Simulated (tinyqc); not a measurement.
Resonant-tunnelling diode, transfer matrices and Tsu-Esaki current: one step of the calculation.

Emitter (band edge 0), barrier d1, well Lw, barrier d2, collector (edge -V). The bias drops linearly over these layers and none in the contacts; each layer is cut into ns equal slices, flat at the value of their centres. E is the energy of motion across the layers, C = hbar^2/(2 m0), psi and psi'/m are continuous. Transport is coherent, T(E) is taken as independent of the transverse momentum, and charge in the well is ignored.

Problem. Running product of the slice matrices at the trial energy. For the pair (psi, psi'/m) a flat layer has M = [[cos kd, (m/k) sin kd], [-(k/m) sin kd, cos kd]] with k = sqrt(m (E - U)/C) above its edge U, and M = [[cosh Kd, (m/K) sinh Kd], [(K/m) sinh Kd, cosh Kd]] with K = sqrt(m (U - E)/C) below it. Later slices stand to the left. With M acting on (psi, psi'/m) and v = k/m in each lead, T(E) = 4 vL vR/[(vL vR M12 - M21)^2 + (vR M11 + vL M22)^2]. vL = sqrt(mw E/C)/mw, vR = sqrt(mw (E + V)/C)/mw.

Inputs (values chosen for the exercise); masses and offsets close to those of GaN wells and AlGaN barriers: mass in the well, spacer and contacts mw = 0.2 m0; slices in each layer ns = 1; bias of the collector V = 0.12 V; trial energy E = 0.09524 eV.

Constants: q = 1.602176634e-19 C, hbar = 1.054571817e-34 J s, m0 = 9.1093837015e-31 kg, hbar^2/(2 m0) = 0.0380998212 eV nm^2. Results are converted to the units shown.

| slice | U (eV) | m (m0) | width (nm) |
|---|---|---|---|
| 0 | 0.58604651 | 0.27 | 1 |
| 1 | -0.06000000 | 0.2 | 2.3 |
| 2 | 0.49395349 | 0.27 | 1 |

Give: Product after each layer; T(E).

Solution.

Product after each layer:

|  | M11 | M12 (nm) | M21 (1/nm) | M22 |
|---|---|---|---|---|
| barrier d1 | 3.3054 | 0.45610 | 21.761 | 3.3054 |
| well | 2.6178 | 0.41988 | -23.591 | -3.4018 |
| barrier d2 | -2.5491 | -0.24981 | -23.297 | -2.6754 |

T(E) = 0.085857

tinyqc, about 0.04 s, one thread, Intel Xeon 2.30GHz (shared host): `OMP_NUM_THREADS=1 python tinyqc.py 2600028 2600029 out.jsonl`
